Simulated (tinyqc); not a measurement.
Three ways to the same curve: density of states of one tight-binding band on the triangular lattice.

E(k) = -2 t (cos 2 pi k1 + cos 2 pi k2 + cos 2 pi (k1 + k2)); k in fractions of the reciprocal vectors, mesh k_i = j/N with j = 0 .. N-1. Densities are per cell and per spin, so the band holds one state.

Each cell of the mesh is cut along (i+1, j)-(i, j+1) into two triangles. For corner energies e1 <= e2 <= e3 and eij = ei - ej, the share of the triangle below E is n = (E - e1)^2/(e21 e31) for e1 < E < e2 and n = 1 - (e3 - E)^2/(e31 e32) for e2 < E < e3; its density of states is g = dn/dE.

Gaussian broadening: g(E) = mean over the mesh of exp(-(E - E_k)^2/(2 sigma^2))/(sigma sqrt(2 pi)), n(E) = mean of erfc((E_k - E)/(sigma sqrt 2))/2.

Inputs chosen for the exercise: t = 0.59 eV (nearest hopping); N2 = 16 (mesh points along each axis in this comparison); sigma = 0.295 eV (Gaussian width).

N = N2 here; the reference is the linear method with N = 240.

g(E) (1/eV):
```
E (eV)  reference  linear triangles  Gaussian, sigma  Gaussian, sigma/4  reference n(E)
-3.057      0.084             0.089            0.081              0.110           0.039
-2.574      0.091             0.092            0.091              0.007           0.081
-2.091      0.099             0.099            0.096              0.126           0.127
-1.608      0.109             0.111            0.117              0.260           0.177
-1.126      0.123             0.124            0.116              0.097           0.233
-0.643      0.141             0.145            0.148              0.262           0.296
-0.160      0.169             0.167            0.172              0.119           0.371
0.323       0.213             0.219            0.220              0.067           0.462
0.805       0.311             0.329            0.350              0.363           0.584
1.288       0.501             0.511            0.428              0.430           0.817
```

Root-mean-square errors against the reference: 0.0072 for linear triangles, 0.0269 for sigma and 0.0882 for sigma/4. The narrow Gaussian is worse than the wide one, because it resolves the separate mesh levels. The reference is highest at 1.288 eV of the energies listed, and half filling lies between 0.323 and 0.805 eV.

Program tinyqc; command `OMP_NUM_THREADS=1 python tinyqc.py 1681437 1681438 out.jsonl`; about 0.09 s on one thread of a shared Intel(R) Xeon(R) Processor @ 2.30GHz.
